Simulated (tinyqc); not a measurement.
Coherent transport through a tight-binding region between two chains, step by step. One step of it, computed by the program tinyqc.

Problem. Transmission at E = -0.53 eV. Surface Green function g = (E - i sqrt(4 t^2 - E^2)) / (2 t^2); self-energy tc^2 g on each contact site; G = (E - H - Sigma)^(-1); Gamma = -2 Im Sigma; T = Gamma_L Gamma_R |G_LR|^2; local density of states -Im G_ii / pi.

H of the central region (eV):
```
,1,2,3
1,-0.430000,-1.170000,0.000000
2,-1.170000,0.820000,-2.170000
3,0.000000,-2.170000,0.060000
```

Leads: semi-infinite chains with site energy 0:
```
parameter,value
lead hopping t (eV),2.620000
coupling to the left lead (eV),1.120000
coupling to the right lead (eV),0.220000
left contact site,1
right contact site,3
```

E = -0.530000 eV

Give: g; G; local density of states; transmission.

Solution.

g = -0.0386-0.3797i 1/eV

G (1/eV):
```
,1,2,3
1,-0.8560-1.6111i,0.1611+0.2775i,0.5617+1.0413i
2,0.1611+0.2775i,0.1201-0.0533i,0.4487-0.1828i
3,0.5617+1.0413i,0.4487-0.1828i,-0.0237-0.6751i
```

local density of states (1/eV): 0.5128  0.0170  0.2149

transmission = 0.0490
